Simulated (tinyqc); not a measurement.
Brouwer diagram: defect equilibria of an oxide against oxygen pressure (mass action). Computed by tinyqc, a small Python program. Command: `OMP_NUM_THREADS=1 python tinyqc.py 3008131 3008132 out.jsonl brouwer walk`. One thread of a shared host (Intel(R) Xeon(R) Processor @ 2.30GHz), about 0.01 s of CPU time with the checks.

Defects: oxygen vacancies V (charge +2), electrons n, holes p, the ionic partner X = V_M'' (charge -2). Activities are taken equal to concentrations.

Inputs (values chosen for the exercise, for a model oxide):

| quantity | value | unit |
|---|---|---|
| reduction enthalpy H_r | 4.23 | eV |
| prefactor K_r0 | 3.7e+67 | cm^-9 atm^(1/2) |
| gap E_g | 3.47 | eV |
| prefactor N_c N_v | 6.4e+40 | cm^-6 |
| disorder enthalpy H_s | 3.18 | eV |
| prefactor K_s0 | 1.2e+45 | cm^-6 |
| dopant density N_d | 0 | cm^-3 |
| temperature T | 700 | K |

Ionic disorder: Schottky, oxide MO. Dopant (singly charged, fully ionised): none.

Constants: k_B = 8.617333262e-05 eV/K.

Method:
- K_r = K_r0 exp(-H_r/k_B T) = [V] n^2 P^(1/2); K_i = N_c N_v exp(-E_g/k_B T) = n p; K_s = K_s0 exp(-H_s/k_B T) = [X] [V].
- Neutrality: 2 [V] + p = n + 2 [X]. With n as the unknown, [V] = K_r/(n^2 P^(1/2)), p = K_i/n, [X] = K_s/[V]; the log ratio is ln(positive/negative).
- The root is found by 60 bisections in ln n between n = 1e-10 and 1e25 cm^-3.
- The slope is d log n / d log P from this row and the one above; the last column names the largest term on each side. Pressures that give more than 3e21 cm^-3 are left out.

K_r = 1.29880e+37 cm^-9 atm^(1/2)

K_i = 6.65702e+15 cm^-6

K_s = 1.52823e+22 cm^-6

Log10 of the densities in cm^-3:

| log10 P (atm) | n | [V] | p | [X] | slope of n | balance |
|---|---|---|---|---|---|---|
| -32 | 17.805 | 17.504 | -1.9816 | 4.680 | - | 2 [V] = n |
| -28 | 17.138 | 16.837 | -1.3149 | 5.347 | -0.16667 | 2 [V] = n |
| -24 | 16.472 | 16.170 | -0.6482 | 6.014 | -0.16667 | 2 [V] = n |
| -20 | 15.805 | 15.504 | 0.0184 | 6.680 | -0.16667 | 2 [V] = n |
| -16 | 15.138 | 14.837 | 0.6851 | 7.347 | -0.16667 | 2 [V] = n |
| -12 | 14.472 | 14.170 | 1.3518 | 8.014 | -0.16667 | 2 [V] = n |
| -8 | 13.805 | 13.504 | 2.0184 | 8.680 | -0.16667 | 2 [V] = n |
| -4 | 13.138 | 12.837 | 2.6851 | 9.347 | -0.16668 | 2 [V] = n |
| 0 | 12.471 | 12.173 | 3.3528 | 10.012 | -0.16691 | 2 [V] = n |

What follows from these numbers?

Regimes: 2 [V] = n from log P = -32 to 0, where that balance predicts a slope of -1/6 and the table comes as close as -0.167.

Extremes, crossings and ranges named in words are read from the listed rows.
